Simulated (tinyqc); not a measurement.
Geometry optimisation on the RHF/sto-6g surface (energies and gradients from PySCF), for H2, spin multiplicity 1, step by step. One step of it, computed by the program tinyqc.

Task: Step 1: move. Steepest descent, p = -g / 1; steps longer than 0.1 bohr are cut back.

positions at the start (bohr):
```
           x         y         z
1H  0.000000  0.000000  0.000000
2H  0.000000  0.000000  1.479656
```

gradient (hartree/bohr):
```
             x           y            z
1H  0.00000000  0.00000000  -0.06427057
2H  0.00000000  0.00000000   0.06427057
```

Give: positions after step 1.

Result:

positions after step 1 (bohr):
```
         x       y       z
1H  0.0000  0.0000  0.0643
2H  0.0000  0.0000  1.4154
```
